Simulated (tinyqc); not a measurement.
## On-chip interconnect, size-dependent resistivity and RC delay: course in time

A rectangular line between two neighbours and two ground planes. Surface and grain-boundary scattering are added to the bulk resistivity as corrections; capacitances are parallel-plate values without fringing; inductance is ignored.

7 equal pi sections: series Rs = r Lw/7; node capacitances c Lw/7, halved at nodes 0 and 7, with Cl added to node 7; Rd feeds node 0. Elmore delay of node k: the sum, over the resistors on the path to k, of resistance times all capacitance downstream of it.

A 1 V step is applied behind Rd at t = 0. C dv/dt = -G v + b, with G the conductance matrix of the ladder (1/Rs between neighbours, 1/Rd added at node 0) and b = (1 V/Rd, 0, ...). Backward Euler step: (C/dt + G) v(new) = (C/dt) v + b. The last column solves the same ladder exactly by its modes.

Values chosen for this exercise: driver resistance Rd = 750 ohm; time step dt = 7.3 ps.

Rs = 123.630 ohm

| node | C (fF) |
|---|---|
| 0 | 1.49852 |
| 1 | 2.99703 |
| 2 | 2.99703 |
| 3 | 2.99703 |
| 4 | 2.99703 |
| 5 | 2.99703 |
| 6 | 2.99703 |
| 7 | 1.78852 |

Voltages (V):

| t (ps) | node 0 | node 3 | node 7 | node 7, exact |
|---|---|---|---|---|
| 7.300 | 0.4412 | 0.2501 | 0.1719 | 0.1822 |
| 14.60 | 0.5983 | 0.4388 | 0.3589 | 0.4073 |
| 21.90 | 0.6997 | 0.5773 | 0.5128 | 0.5713 |
| 29.20 | 0.7737 | 0.6810 | 0.6314 | 0.6900 |
| 36.50 | 0.8292 | 0.7591 | 0.7215 | 0.7758 |
| 43.80 | 0.8710 | 0.8180 | 0.7897 | 0.8378 |
| 51.10 | 0.9026 | 0.8626 | 0.8411 | 0.8827 |
| 58.40 | 0.9264 | 0.8962 | 0.8800 | 0.9152 |
| 65.70 | 0.9444 | 0.9216 | 0.9094 | 0.9386 |
| 73.00 | 0.9580 | 0.9408 | 0.9315 | 0.9556 |
| 80.30 | 0.9683 | 0.9553 | 0.9483 | 0.9679 |
| 87.60 | 0.9760 | 0.9662 | 0.9609 | 0.9768 |

What does the table show?

The far end of the ladder reaches 0.5 V at 18.43 ps, 0.729 of its Elmore delay (ln 2 = 0.693 for a single pole); the slowest mode has a time constant of 22.53 ps. The largest error of the backward Euler steps at that node is 59 mV.

Program tinyqc, `OMP_NUM_THREADS=1 python tinyqc.py 2100089 2100090 out.jsonl`; Intel Xeon 2.30GHz, shared host, one thread, about 0.01 s.
